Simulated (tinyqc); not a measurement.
# One-diode model of a solar cell: what changes with what

J is the current delivered and Vj = V + J Rs the junction voltage. J = X JL - J01 (exp(Vj/(n1 Vt)) - 1) - Vj/Rp. The photocurrent does not depend on voltage.

Inputs (values chosen for the exercise); values of the order met in cells of silicon:

| symbol | value | unit | meaning |
|---|---|---|---|
| T | 300 | K | temperature |
| JL | 35.2 | mA/cm^2 | photocurrent at one sun |
| X | 0.3 | suns | concentration |
| J01 | 1.1e-7 | A/cm^2 | saturation current of the diode |
| n1 | 1.76 |  | ideality factor of the diode |
| Rs | 0 | ohm cm^2 | series resistance |
| Rp | 9000 | ohm cm^2 | shunt resistance |
| Pin | 100 | mW/cm^2 | incident power at one sun |

Constants: q = 1.602176634e-19 C, kB = 1.380649e-23 J/K, Vt = kB T/q. Results are converted to the units shown.

Each table varies one quantity; the others keep the values above.

## Effect of the series resistance

Jsc at V = 0, Voc at J = 0, the maximum power point where J (1 + 2 Rs G) = G Vj with G = -dJ/dVj; FF = Vmp Jmp/(Voc Jsc); efficiency Vmp Jmp/(X Pin). Empirical fill factor without parasitics FF0 = (v - ln(v + 0.72))/(v + 1), v = Voc/(n1 Vt).

The same in every row: Voc (V) = 0.52173; FF0 = 0.71922.

Result of one run:

| Rs (ohm cm^2) | Jsc (mA/cm^2) | Vmp (V) | Jmp (mA/cm^2) | FF | efficiency (%) |
|---|---|---|---|---|---|
| 2.7 | 10.557 | 0.39563 | 9.3675 | 0.67289 | 12.354 |

What becomes of these results when the series resistance Rs is changed from 2.7 to 6 ohm cm^2, all else the same?

Result of the changed run:

| Rs (ohm cm^2) | Jsc (mA/cm^2) | Vmp (V) | Jmp (mA/cm^2) | FF | efficiency (%) |
|---|---|---|---|---|---|
| 6 | 10.553 | 0.37203 | 9.1970 | 0.62147 | 11.405 |

The whole series:

| Rs (ohm cm^2) | Jsc (mA/cm^2) | Vmp (V) | Jmp (mA/cm^2) | FF | efficiency (%) |
|---|---|---|---|---|---|
| 0 | 10.560 | 0.41615 | 9.4822 | 0.71623 | 13.153 |
| 0.05 | 10.560 | 0.41576 | 9.4802 | 0.71542 | 13.138 |
| 0.11 | 10.560 | 0.41529 | 9.4779 | 0.71444 | 13.120 |
| 0.25 | 10.560 | 0.41421 | 9.4724 | 0.71217 | 13.078 |
| 0.55 | 10.559 | 0.41189 | 9.4604 | 0.70732 | 12.989 |
| 1.2 | 10.559 | 0.40691 | 9.4337 | 0.69684 | 12.796 |
| 2.7 | 10.557 | 0.39563 | 9.3675 | 0.67289 | 12.354 |
| 6 | 10.553 | 0.37203 | 9.1970 | 0.62147 | 11.405 |

As Rs goes from 0 to 6, Voc stays at 0.522 V, FF falls from 0.716 to 0.621 and the efficiency falls from 13.2 to 11.4 %. Voc does not depend on Rs, since no current flows through it at open circuit; between the first two rows FF drops by 1.12 times rs = Rs Jsc/Voc in relative terms.

## Effect of the saturation current of the diode

Same model as above.

The same in every row: Jsc (mA/cm^2) = 10.56.

Effect of the saturation current of the diode:

| J01 (A/cm^2) | Voc (V) | Vmp (V) | Jmp (mA/cm^2) | FF | efficiency (%) | FF0 |
|---|---|---|---|---|---|---|
| 1e-9 | 0.7355 | 0.6136 | 9.772 | 0.7721 | 19.99 | 0.7771 |
| 1e-8 | 0.6308 | 0.5162 | 9.657 | 0.7484 | 16.62 | 0.7524 |
| 1e-7 | 0.5261 | 0.4201 | 9.491 | 0.7177 | 13.29 | 0.7207 |
| 1e-6 | 0.4213 | 0.3257 | 9.239 | 0.6764 | 10.03 | 0.6783 |
| 1e-5 | 0.3167 | 0.2340 | 8.832 | 0.6180 | 6.889 | 0.6183 |
| 0.0001 | 0.2123 | 0.1467 | 8.128 | 0.5319 | 3.976 | 0.5264 |

As J01 goes from 1e-9 to 0.0001, Voc falls from 0.735 to 0.212 V, FF falls from 0.772 to 0.532 and the efficiency falls from 20.0 to 3.98 %. Voc changes by -104 mV a decade between the last two rows and -105 mV between the first two. For J01 = 1e-6, 1e-5, 0.0001 v is below 10, outside the range of the formula for FF0.

Program tinyqc, `OMP_NUM_THREADS=1 python tinyqc.py 2280045 2280046 out.jsonl`; Intel Xeon 2.30GHz, shared host, one thread, about 0.01 s.
